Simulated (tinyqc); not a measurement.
Worked calculation: CIS and TDHF on RHF in the sto-3g basis, for H2, spin multiplicity 1. One step of it, computed by the program tinyqc.

Question. Iteration 2 (converged): orbitals. Diagonalise F' = X^T F X, C = X C', fill 1 alpha and 1 beta electrons from the bottom; D = 2 C_occ C_occ^T. Each column has its largest component positive (the first on a tie).

converged F (hartree):
```
           1H 1s      2H 1s
1H 1s  -0.317134  -0.550627
2H 1s  -0.550627  -0.317134
```

X:
```
           1H 1s      2H 1s
1H 1s   1.186028  -0.395508
2H 1s  -0.395508   1.186028
```

Give: F' = X^T F X; orbital energies; coefficients C; D after iteration 2.

Answer.

F' = X^T F X (hartree):
```
        1       2
1   0.021  -0.563
2  -0.563   0.021
```

orbital energies (hartree): MO1 -0.542, MO2 0.584

coefficients C:
```
         MO1     MO2
1H 1s  0.559   1.118
2H 1s  0.559  -1.118
```

D after iteration 2:
```
       1H 1s  2H 1s
1H 1s  0.625  0.625
2H 1s  0.625  0.625
```
